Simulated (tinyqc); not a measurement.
Thermal stress, cracking, delamination and buckling of a thin film; Griffith cracks and misfitting inclusions: one step, computed by the program tinyqc. Command: `OMP_NUM_THREADS=1 python tinyqc.py 3023522 3023523 out.jsonl filmcrack walk`. One thread of a shared host (Intel(R) Xeon(R) Processor @ 2.30GHz), about 0.01 s of CPU time with the checks.

Isotropic linear elasticity; the substrate is much thicker than the film; stress is positive in tension.

Problem. Griffith crack in the substrate. Through crack of length 2a in plane strain: K_Ic = sqrt(2 gamma_s E_s/(1 - nu_s^2)); fracture stress = K_Ic/sqrt(pi a). An edge crack of depth a has K larger by 1.1215.

Inputs (values chosen for the exercise, modelled on a GaN film on silicon):
```
quantity,value,unit
substrate Young's modulus E_s,152,GPa
substrate Poisson ratio nu_s,0.21,-
flaw half length a,5.7,micrometre
substrate surface energy gamma_s,1.7,J/m^2
```

Give: toughness K_Ic; fracture stress, inner crack; fracture stress, edge crack.

Solution.

toughness K_Ic = 0.7353 MPa m^0.5

fracture stress, inner crack = 173.8 MPa

fracture stress, edge crack = 154.9 MPa

The inner crack lowers the strength to 1.1 % of the ideal E_s/10.
